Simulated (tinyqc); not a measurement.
Periodic multilayer mirror for extreme ultraviolet light: one step. The first periods. Two cases, with inputs chosen for the exercise.

Question. List R just above the absorber of period i (counted from the substrate) and the reflectance of a mirror that ends with that period, for i = 1 to 6.

s polarisation, vacuum above. q_j = sqrt(N_j^2 - sin^2 theta); interface r_jk = (q_j - q_k)/(q_j + q_k) exp(-2 (2 pi/lam)^2 q_j q_k sg^2) (Nevot-Croce; sg = 0 if not given); phase factor of a layer x_j = exp(4 pi i q_j d_j/lam). Each period has the spacer (thickness (1 - Gm) L) on top of the absorber (Gm L). In this recursion R is the amplitude; R in tables and results is the reflectance, its squared modulus. The substrate is of the spacer material. Starting with R = 0 in it, each interface upward gives R -> (r + R x)/(1 + r R x), x that of the layer below the interface (1 for the substrate).

Case 1.

r: vacuum/spacer 0.0004929-0.0008446i, spacer/absorber 0.0358261-0.0022849i, absorber/spacer -0.0358261+0.0022849i

x: spacer -0.6653103-0.7365466i, absorber -0.6202495+0.7647332i

Case 2.

r: vacuum/spacer 0.0005528-0.0008729i, spacer/absorber 0.0364447-0.0026391i, absorber/spacer -0.0364447+0.0026391i

x: spacer -0.9674351-0.2259991i, absorber -0.9426556+0.2611365i

Give: Recursion.

Answer.

Case 1.

Recursion:
```
i  R in the spacer  reflectance
1   0.0563-0.0310i       0.0040
2   0.1093-0.0638i       0.0157
3   0.1587-0.0977i       0.0341
4   0.2043-0.1323i       0.0583
5   0.2461-0.1670i       0.0870
6   0.2840-0.2013i       0.1192
```

From 3 to 6 periods the reflectance grows by 3.49; amplitudes adding in phase without loss would give 4.

Case 2.

Recursion:
```
i  R in the spacer  reflectance
1   0.0700-0.0146i       0.0050
2   0.1368-0.0312i       0.0193
3   0.1998-0.0493i       0.0416
4   0.2587-0.0685i       0.0704
5   0.3132-0.0882i       0.1042
6   0.3633-0.1079i       0.1413
```

From 3 to 6 periods the reflectance grows by 3.40; amplitudes adding in phase without loss would give 4.

Computed by tinyqc, one run a case: `OMP_NUM_THREADS=1 python tinyqc.py N N+1 out.jsonl` with N = 1651915, 1652414; one thread of a shared Intel(R) Xeon(R) Processor @ 2.30GHz, about 0.01 s a run at most.
